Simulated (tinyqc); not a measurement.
From sheet density n_s back to polarisation charge sigma/e: charge control and current of a heterostructure field-effect transistor. Computed by tinyqc, a small Python program. Command: `OMP_NUM_THREADS=1 python tinyqc.py 3007541 3007542 out.jsonl hemt inv`. One thread of a shared host (Intel(R) Xeon(R) Processor @ 2.30GHz), about 0.01 s of CPU time with the checks.

Two subbands in a triangular well; E_F is counted from the conduction band edge of the channel at the interface.

Inputs (values chosen for the exercise, modelled on AlGaN/GaN):
```
quantity                                value  unit
channel mass m                            0.2   m_0
permittivity eps (barrier and channel)   9.37     -
barrier thickness d                       8.4    nm
Schottky barrier phi_B                    1.2    eV
conduction band offset dE_c              0.49    eV
gate voltage V_G                        -0.65     V
temperature T                             400     K
mixing                                    0.5     -
iteration cap                             200     -
```

Charge source: polarisation. Velocity law: smooth.

Constants: e = 1.602176634e-19 C; eps_0 = 8.8541878128e-12 F/m; k_B = 8.617333262e-05 eV/K; hbar = 1.054571817e-34 J s; m_0 = 9.1093837015e-31 kg; k_B = 1.380649e-23 J/K.

Method:
- Threshold V_T = phi_B - dE_c - sigma d/(eps eps_0) (in volts); C_b = eps eps_0/d.
- Charge control: n_s = C_b (V_G - V_T - E_F/e)/e. Well: mean field F = e n_s/(2 eps eps_0), E_i = (hbar^2/2m)^(1/3) [(3 pi e F/2)(i + 3/4)]^(2/3), i = 0, 1; n_s = D k_B T sum_i ln(1 + exp((E_F - E_i)/k_B T)), D = m/(pi hbar^2), which is solved in closed form for E_F.
- Iteration from n_s = C_b (V_G - V_T)/(2e): E_F from n_s, n_out from the charge control, n_new = n_s + mixing (n_out - n_s), kept above n_s/10; stop when |n_out/n_s - 1| < 1e-9.

Question. A run gave the result below. Find the polarisation charge sigma/e, known to lie between 1.8e+13 and 2.8e+13 1/cm^2.

sheet density n_s = 9.025715e+12 1/cm^2

Answer.

Each step takes the trial c = (a f_b - b f_a)/(f_b - f_a), f being the result less the target and a, b, c the logarithms of the listed values; c replaces end b, the old b replaces a if the sign of f changed, and otherwise f_a is halved.

Scan of the range:
```
polarisation charge sigma/e (1/cm^2)  sheet density n_s (1/cm^2)
1.80e+13                                             7.63657e+12
1.94e+13                                             8.80040e+12
2.09e+13                                             1.00552e+13
2.24e+13                                             1.13164e+13
2.42e+13                                             1.28369e+13
2.60e+13                                             1.43637e+13
2.80e+13                                             1.60662e+13
```

False position (Illinois rule, in the logarithm of the input) inside the bracket:
```
step        end a        end b        trial  sheet density n_s (1/cm^2)
1     1.94000e+13  2.09000e+13  1.96612e+13                 9.01836e+12
2     2.09000e+13  1.96612e+13  1.96697e+13                 9.02548e+12
3     2.09000e+13  1.96697e+13  1.96703e+13                 9.02594e+12
4     1.96697e+13  1.96703e+13  1.96700e+13                 9.02571e+12
```

Sheet density n_s rises at every point of a 13-point scan of the range (every second point is shown), so one value fits; it is bracketed by 1.94e13 and 2.09e13. Answer: polarisation charge sigma/e = 1.967e13 1/cm^2.
